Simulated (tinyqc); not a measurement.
Worked calculation: plane-wave Kohn-Sham cycle with exchange-only LDA in a layered model solid. One step of it, computed by the program tinyqc.

Problem. Iteration 1: levels at that k. Diagonalise the Hermitian matrix.

H (hartree), order -3, -2, -1, +0, +1, +2, +3:
$$\begin{pmatrix}
0.554496 & -0.215000 & 0.000000 & 0.000000 & 0.000000 & 0.000000 & 0.000000 \\
-0.215000 & 0.148674 & -0.215000 & 0.000000 & 0.000000 & 0.000000 & 0.000000 \\
0.000000 & -0.215000 & -0.086276 & -0.215000 & 0.000000 & 0.000000 & 0.000000 \\
0.000000 & 0.000000 & -0.215000 & -0.150353 & -0.215000 & 0.000000 & 0.000000 \\
0.000000 & 0.000000 & 0.000000 & -0.215000 & -0.043558 & -0.215000 & 0.000000 \\
0.000000 & 0.000000 & 0.000000 & 0.000000 & -0.215000 & 0.234110 & -0.215000 \\
0.000000 & 0.000000 & 0.000000 & 0.000000 & 0.000000 & -0.215000 & 0.682651
\end{pmatrix}$$

Give: eigenvalues.

Solution.

eigenvalues (hartree): [-0.4517, -0.2034, 0.0163, 0.2201, 0.3213, 0.6589, 0.7782]
